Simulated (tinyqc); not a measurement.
Worked calculation: self-consistent Fermi level with native defects, at growth and after a quench. Computed by tinyqc, a small Python program that keeps every step. Command: `OMP_NUM_THREADS=1 python tinyqc.py 3017712 3017713 out.jsonl scfermi walk`. One thread of a shared host (Intel(R) Xeon(R) Processor @ 2.30GHz), about 0.07 s of CPU time with the checks. Intermediate numbers are printed to about 6 digits and carried at full precision; extremes and crossings named in words are read from the listed rows.

Energies are counted from the top of the valence band (VBM); when the gap shrinks with temperature the conduction band moves and the levels stay. The added dopant is taken as fully ionised. D and A draw on one reservoir with opposite signs, as the two vacancies of a compound do.

Inputs (values chosen for the exercise, for a model semiconductor):
```
quantity,value,unit
gap E_g at 300 K,1.35,eV
slope -dE_g/dT above 300 K,0.0002,eV/K
electron mass m_e,0.0881,m_0
valleys M_c,1,-
hole mass m_h,0.531,m_0
E_f of the neutral native donor D,2.001,eV
E_f of the neutral native acceptor A,1.785,eV
shift s of the chemical potential,0.014,eV
site density N_s,2.1e+22,cm^-3
dopant density N_X,2.2e+19,cm^-3
growth temperature T_g,928,K
temperature of use T,400,K
```

Added shallow dopant: donor.

levels of D above the VBM, most positive state first (eV): [0.791, 1.01]

levels of A above the VBM, (0/-1) first (eV): [0.0516, 0.247, 0.256]

Constants: m_0 = 9.1093837015e-31 kg; k_B = 1.380649e-23 J/K; h = 6.62607015e-34 J s; k_B = 8.617333262e-05 eV/K.

## Formation energies at E_F = 0

E_f(D, 0) = input + s and E_f(A, 0) = input - s; E_f(q, E_F = 0) follows from the levels, eps(q/q-1) = E_f(q - 1) - E_f(q) at E_F = 0.

E_f(q, E_F = 0) (eV): D(+2) 0.2140, D(+1) 1.0050, D(0) 2.0150, A(0) 1.7710, A(-1) 1.8226, A(-2) 2.0696, A(-3) 2.3256

## Bands at growth

E_g(T) = E_g - slope x max(0, T - 300 K). N_c = 2 M_c (2 pi m_e k_B T/h^2)^(3/2) and N_v = 2 (2 pi m_h k_B T/h^2)^(3/2), masses in units of m_0. At growth T = T_g.

E_g(T_g) = 1.2244 eV

N_c(T_g) = 3.57006e+18 cm^-3

N_v(T_g) = 5.28267e+19 cm^-3

k_B T_g = 0.0799689 eV

## Charges across the gap at T_g

n = N_c F_1/2((E_F - E_g)/k_B T), p = N_v F_1/2(-E_F/k_B T). F_1/2(eta) = (2/sqrt(pi)) int_0^infinity sqrt(x)/(1 + exp(x - eta)) dx, by the trapezoid rule in t = sqrt(x) with step 0.02 up to t = 12 (for eta < -12 by exp(eta) - exp(2 eta)/2^(3/2)). In equilibrium c_q = N_s exp(-(E_f(q, 0) + q E_F)/k_B T). Net charge = p - n + sum q c_q + N_X; the log ratio is ln(positive charge/negative charge). Entries near or above N_s lie outside the dilute limit and only show that E_F cannot go there.

Densities (cm^-3):
```
E_F (eV),n,p,charge on D,charge on A,log ratio
0.061,1.71589e+12,2.13702e+19,6.28819e+20,6.95083e+12,18.1666
0.245,1.71299e+13,2.42804e+18,6.31254e+18,3.12606e+14,11.4428
0.429,1.71007e+14,2.46789e+17,6.36471e+16,1.55799e+17,4.9631
0.612,1.68572e+15,2.50688e+16,6.86000e+14,1.39252e+20,-1.8441
0.796,1.68035e+16,2.51150e+15,1.00130e+13,1.37582e+23,-8.7408
0.980,1.65304e+17,2.51579e+14,4.13979e+11,1.36790e+26,-15.6429
1.163,1.43789e+18,2.55175e+13,3.60136e+10,1.31078e+29,-22.5080
```

## Equilibrium at growth

E_F is the root of the log ratio, by 50 bisections between -0.5 eV and E_g + 0.5 eV.

E_F at growth = 0.562693 eV

n at growth = 9.10002e+14 cm^-3

p at growth = 4.64352e+16 cm^-3

Defects at growth:
```
state,E_f (eV),c (cm^-3)
D(+2),1.33939,1.11760e+15
D(+1),1.56769,6.43277e+13
D(0),2.01500,2.39423e+11
A(0),1.77100,5.06152e+12
A(-1),1.25991,3.01942e+15
A(-2),0.94421,1.56455e+17
A(-3),0.63752,7.24397e+18
```

total D = 1.18217e+15 cm^-3

total A = 7.40344e+18 cm^-3

The largest part of the positive charge comes from the dopant (100 %) and that of the negative charge from charged A (100 %).

## After the quench to T

After a quench the totals of D and A stay as grown, and each is shared among its charge states with weights exp(-(E_f(q, 0) + q E_F)/k_B T).

E_F after the quench = 0.379654 eV

n after the quench = 1.07304e+06 cm^-3

p after the quench = 2.46142e+14 cm^-3

Frozen defects:
```
state,c (cm^-3),share of its total
D(+2),1.18216e+15,9.99993e-01
D(+1),7.76155e+09,6.56553e-06
D(0),8.87039e+01,7.50351e-14
A(0),3.12378e+11,4.21936e-08
A(-1),4.24603e+15,5.73521e-04
A(-2),1.99230e+17,2.69104e-02
A(-3),7.19997e+18,9.72516e-01
```

The material is p-type with 2.46e14 carriers per cm^3. Carriers of the sign that the dopant should give amount to 4.9e-12 % of its density.

## Slow cooling against a quench

Each E_F by bisection; full equilibrium lets the defects form and vanish at every T.

Two histories (densities in cm^-3):
```
T (K),"E_F, equilibrium (eV)",n,p,all defects,"E_F, frozen (eV)","n, frozen","p, frozen"
820,0.587581,2.66299e+14,1.07375e+16,7.35956e+18,0.519815,1.02067e+14,2.80114e+16
720,0.610534,6.29923e+13,1.92297e+15,7.34205e+18,0.483352,8.11066e+12,1.49332e+16
610,0.635720,7.76702e+12,1.57490e+14,7.33517e+18,0.446171,2.10967e+11,5.79776e+15
510,0.658591,5.56298e+11,6.67944e+12,7.33359e+18,0.414074,2.13306e+09,1.74194e+15
400,0.683743,7.27722e+09,3.62943e+10,7.33334e+18,0.379654,1.07304e+06,2.46142e+14
```

At 400 K equilibrium would leave 7.33e18 defects per cm^3 against 7.40e18 frozen in, and E_F differs by -0.304 eV. The majority density of the quenched sample is 6800 times the equilibrium one. Real samples lie between, set by the temperature at which diffusion stops.

Checks made by the program: neutrality at growth (relative difference below 1e-10).
